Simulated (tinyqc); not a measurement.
Sheet resistance and Hall data of a diffused or implanted layer: one step, computed by the program tinyqc. Command: `OMP_NUM_THREADS=1 python tinyqc.py 3008377 3008378 out.jsonl layer walk`. One thread of a shared host (Intel(R) Xeon(R) Processor @ 2.30GHz), about 0.01 s of CPU time with the checks.

Carriers are taken equal to the net active doping down to the junction (full ionisation, which deep dopants in wide-gap hosts do not reach; no spill-over, no depletion), and the Hall factor is 1.

Problem. Profile. N(x) = N_0 exp(-(x - R_p)^2/(2 l^2)) for x > 0, dose N_0 l sqrt(pi/2) erfc(-R_p/(l sqrt 2)), junction x_j = R_p + l sqrt(2 ln(N_0/N_B)); the layer starts at x_0 = max(0, 2 R_p - x_j). Mobility mu = mu_min + (mu_max - mu_min)/(1 + (N_t/N_ref)^alpha), N_t = active doping + N_B; carriers n = active doping - N_B, all dopants active. sigma = e n mu.

Inputs (values chosen for the exercise, modelled on donors in germanium): mu_min = 286 cm^2/(V s); mu_max = 3940 cm^2/(V s); N_ref = 1.3e+17 1/cm^3; exponent alpha = 0.56; peak concentration N_0 = 8.5e+18 1/cm^3; length scale l = 79 nm; background doping N_B (opposite type) = 2.6e+16 1/cm^3; projected range R_p = 86 nm.

Profile: buried Gaussian (implant). Activation: complete.

Constants: e = 1.602176634e-19 C.

Give: Depth, doping, carriers, mobility and conductivity at 2, 10, 20, 35, 50, 65, 80, 90 and 98 % of the layer.

Solution.

Depth, doping, carriers, mobility and conductivity at 2, 10, 20, 35, 50, 65, 80, 90 and 98 % of the layer:
```
x (nm)  N (1/cm^3)  n (1/cm^3)  mu (cm^2/(V s))  sigma (S/cm)
7.10    5.1618e+18  5.1358e+18            697.4        573.89
35.48   6.9283e+18  6.9023e+18            641.2        709.11
70.97   8.3475e+18  8.3215e+18            609.2        812.27
124.19  7.5627e+18  7.5367e+18            625.9        755.72
177.41  4.3518e+18  4.3258e+18            733.4        508.33
230.64  1.5905e+18  1.5645e+18           1002.2        251.21
283.86  3.6922e+17  3.4322e+17           1561.9         85.89
319.34  1.0838e+17  8.2377e+16           2096.1         27.66
347.73  3.5154e+16  9.1540e+15           2493.2          3.66
```

The mobility varies by a factor 4.1 across these points and the conductivity by 222.
